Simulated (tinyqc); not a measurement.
Empirical pseudopotential in a few plane waves, step by step. Computed by tinyqc, a small Python program that keeps every step. Settings: plane-wave index or count = 15. Command: `OMP_NUM_THREADS=1 python tinyqc.py 21386 21387 out.jsonl` (the two numbers bound the seeds that draw the settings). One thread of a shared host (Intel(R) Xeon(R) Processor @ 2.60GHz), about 0.2 s of CPU time with the checks.

## Bloch Hamiltonian at k

Parameters chosen for this model: fcc lattice, atoms at +/- a/8 (1,1,1); form factors in rydberg at |G|^2 in units of (2 pi/a)^2:
```
parameter                 value      unit
a                      5.200000  angstrom
VS(3)                 -0.257000        Ry
VS(8)                  0.048000        Ry
VS(11)                 0.084000        Ry
VA(3)                  0.046000        Ry
VA(4)                  0.024000        Ry
VA(11)                 0.004000        Ry
hbar^2/2m (2 pi/a)^2   5.562576        eV
```

k point k (2 pi / a): -0.53000  -0.58000  0.12000

Basis: the 15 shortest G (labels in 2 pi/a), the same at every k. H(G,G') = c |k + G|^2 delta + VS(|G-G'|^2) cos((G-G').tau) + i VA sin((G-G').tau), tau = a/8 (1,1,1); 1 Ry = 13.605693 eV.

H(k) at k (eV), lower triangle (Hermitian):
```
                   +0+0+0             -1-1-1             -1-1+1             -1+1-1
+0+0+0            3.51388
-1-1-1   2.47251-0.44255i           31.21551
-1-1+1  -2.47251-0.44255i   0.00000+0.32654i           33.88555
-1+1-1  -2.47251-0.44255i   0.00000+0.32654i            0.65307           18.31033
-1+1+1  -2.47251+0.44255i           -0.65307   0.00000+0.32654i   0.00000+0.32654i
+1-1-1  -2.47251-0.44255i   0.00000+0.32654i            0.65307            0.65307
+1-1+1  -2.47251+0.44255i           -0.65307   0.00000+0.32654i            0.00000
+1+1-1  -2.47251+0.44255i           -0.65307            0.00000   0.00000+0.32654i
+1+1+1   2.47251+0.44255i            0.00000           -0.65307           -0.65307
-2+0+0   0.00000-0.32654i  -2.47251+0.44255i  -2.47251-0.44255i  -2.47251-0.44255i
+0-2+0   0.00000-0.32654i  -2.47251+0.44255i  -2.47251-0.44255i   0.80814-0.03848i
+0+0-2   0.00000-0.32654i  -2.47251+0.44255i   0.80814-0.03848i  -2.47251-0.44255i
+0+0+2   0.00000+0.32654i  -0.80814-0.03848i   2.47251+0.44255i  -0.80814+0.03848i
+0+2+0   0.00000+0.32654i  -0.80814-0.03848i  -0.80814+0.03848i   2.47251+0.44255i
+2+0+0   0.00000+0.32654i  -0.80814-0.03848i  -0.80814+0.03848i  -0.80814+0.03848i

                   -1+1+1             +1-1-1             +1-1+1             +1+1-1
-1+1+1           20.98037
+1-1-1            0.00000           19.42285
+1-1+1            0.65307   0.00000+0.32654i           22.09288
+1+1-1            0.65307   0.00000+0.32654i            0.65307            6.51767
+1+1+1   0.00000+0.32654i           -0.65307   0.00000+0.32654i   0.00000+0.32654i
-2+0+0   2.47251-0.44255i   0.80814-0.03848i  -0.80814-0.03848i  -0.80814-0.03848i
+0-2+0  -0.80814-0.03848i  -2.47251-0.44255i   2.47251-0.44255i  -0.80814-0.03848i
+0+0-2  -0.80814-0.03848i  -2.47251-0.44255i  -0.80814-0.03848i   2.47251-0.44255i
+0+0+2  -2.47251+0.44255i  -0.80814+0.03848i  -2.47251+0.44255i   0.80814+0.03848i
+0+2+0  -2.47251+0.44255i  -0.80814+0.03848i   0.80814+0.03848i  -2.47251+0.44255i
+2+0+0   0.80814+0.03848i   2.47251+0.44255i  -2.47251+0.44255i  -2.47251+0.44255i

                   +1+1+1    -2+0+0    +0-2+0    +0+0-2
+1+1+1            9.18771
-2+0+0  -0.80814+0.03848i  37.55685
+0-2+0  -0.80814+0.03848i   0.65307  38.66936
+0+0-2  -0.80814+0.03848i   0.65307   0.65307  23.09415
+0+0+2  -2.47251-0.44255i  -0.65307  -0.65307   0.00000
+0+2+0  -2.47251-0.44255i  -0.65307   0.00000  -0.65307
+2+0+0  -2.47251-0.44255i   0.00000  -0.65307  -0.65307

          +0+0+2    +0+2+0    +2+0+0
+0+0+2  28.43422
+0+2+0   0.65307  12.85901
+2+0+0   0.65307   0.65307  13.97152
```

## Levels at k

Diagonalise the Hermitian matrix.

eigenvalues (eV): 0.08402  4.81791  8.27031  10.18711  15.42927  18.03804  19.07945  20.88057  21.83980  25.59569  29.56201  30.13793  34.80434  38.67773  42.30765

## Bands along a path

The same steps at evenly spaced points between the labelled ones.

Bands along the path (eV), lowest eight:
```
k           band 1    band 2    band 3    band 4    band 5    band 6    band 7    band 8
L          0.06114   4.09010  10.72401  10.72401  14.18743  17.15728  17.15728  21.61360
L-G 0.25  -0.73461   5.22535  10.75610  10.75610  14.28273  17.09974  17.09974  21.90146
L-G 0.50  -1.68725   7.39658  11.06252  11.06252  14.72868  17.12272  17.12272  20.26257
L-G 0.75  -2.32803   9.97612  11.51301  11.51301  15.37418  16.56706  16.56706  17.38939
G         -2.54876  11.76446  11.76446  11.76446  15.19513  16.12762  16.12762  16.12762
G-X 0.25  -2.25359  10.05398  11.06287  11.06287  15.35583  16.79323  17.30732  17.30732
G-X 0.50  -1.38309   7.49853  10.00318  10.00318  14.27216  16.23805  19.76884  19.76884
G-X 0.75  -0.00894   5.09976   9.32889   9.32889  13.72471  14.57486  22.71851  22.71851
X          1.33329   3.52780   9.22169   9.22169  13.66097  13.96689  26.00290  26.00290
```

With 4 band(s) filled, the highest filled level on these points lies at G and the lowest empty one at X: a gap of 1.8965 eV, indirect. This holds for the small fixed basis; with all plane waves up to |k + G|^2 = 21 (2 pi/a)^2 the gap along the path is 1.70 eV.

## Convergence with the number of plane waves

Levels at G counted from the fourth one.

Levels (eV):
```
plane waves    level 1  level 5  level 8
9            -18.14581  0.65307  2.92444
15           -14.31322  3.43066  4.36315
27           -13.56667  4.05429  4.34558
51           -13.70609  4.15357  4.46067
59           -13.75593  4.14314  4.24835
65           -13.77076  4.14250  4.19934
89           -13.72504  4.11921  4.23899
```
